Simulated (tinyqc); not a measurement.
Plane-wave Kohn-Sham cycle with exchange-only LDA in a layered model solid, step by step. One step of it, computed by the program tinyqc.

Question. Iteration 1: Hamiltonian at one k. H(m,m') = (k + G_m)^2/2 delta + V(G_m - G_m'), with V(-G) = V(G).

A solid whose potential varies along x alone (atomic units):
```
parameter                      value
period a                   15.200000
cross-section of the cell  36.000000
electrons per cell                 2
grid points                       16
plane waves -n..n, n               3
k points                           4
V1 in V1 cos(2 pi x/a)     -0.430000
```

V(G_m), m = 0, 1, 2, ... (hartree): -0.151688  -0.215000  0.000000  0.000000  0.000000  0.000000  0.000000

k = 0.125000 2 pi / a

Give: H.

Answer.

H (hartree), lower triangle:
```
         -3       -2       -1       +0       +1       +2      +3
-3   0.5545
-2  -0.2150   0.1487
-1   0.0000  -0.2150  -0.0863
+0   0.0000   0.0000  -0.2150  -0.1504
+1   0.0000   0.0000   0.0000  -0.2150  -0.0436
+2   0.0000   0.0000   0.0000   0.0000  -0.2150   0.2341
+3   0.0000   0.0000   0.0000   0.0000   0.0000  -0.2150  0.6827
```
